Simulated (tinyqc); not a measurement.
What each parameter does: finite square well with mass mismatch (envelope functions).

A square well of width L and depth V0, mass mw inside and mb outside, energies from the bottom of the well, c = hbar^2/2m0. k = sqrt(mw E/c), kappa = sqrt(mb (V0 - E)/c). psi and psi'/m are continuous at the walls (BenDaniel-Duke), so level n solves k L + 2 atan[(k/mw)/(kappa/mb)] = n pi.

Constants: hbar^2/2m0 = 3.80998211 eV angstrom^2.

Inputs chosen for the exercise (near those of a strained Si well in SiGe; not measured data): L = 64 angstrom (well width); V0 = 0.177 eV (barrier height); mw = 0.916 m0 (mass in the well); mb = 0.932 m0 (mass in the barrier).

Parabolic bands. Pb is the probability of level 1 in the barriers, (A^2/kappa)/(A^2/kappa + L/2 + sin(kL)/(2k)) with A = cos(kL/2).

Results for these values:

| case | E1 (eV) | bound levels | Pb | V0 - E1 (eV) |
|---|---|---|---|---|
| base | 0.0075 | 5 | 0.0057 | 0.1695 |

What happens to each result for V0 = 0.204 eV, all else kept?

Answer: E1 rises from 0.0075 to 0.0077; bound levels does not change at the printed digits; Pb falls from 0.0057 to 0.0048; V0 - E1 rises from 0.1695 to 0.1963.

The same for each parameter in turn:

| case | E1 (eV) | bound levels | Pb | V0 - E1 (eV) |
|---|---|---|---|---|
| base | 0.0075 | 5 | 0.0057 | 0.1695 |
| L = 58 angstrom | 0.0089 | 4 | 0.0074 | 0.1681 |
| V0 = 0.204 eV | 0.0077 | 5 | 0.0048 | 0.1963 |
| mw = 1.0076 m0 | 0.0070 | 5 | 0.0049 | 0.1700 |
| mb = 1.165 m0 | 0.0073 | 5 | 0.0061 | 0.1697 |

Run: tinyqc, `OMP_NUM_THREADS=1 python tinyqc.py 1282370 1282371 out.jsonl`; Intel(R) Xeon(R) Processor @ 2.30GHz, one thread, shared host; about 0.01 s of CPU time with all checks.
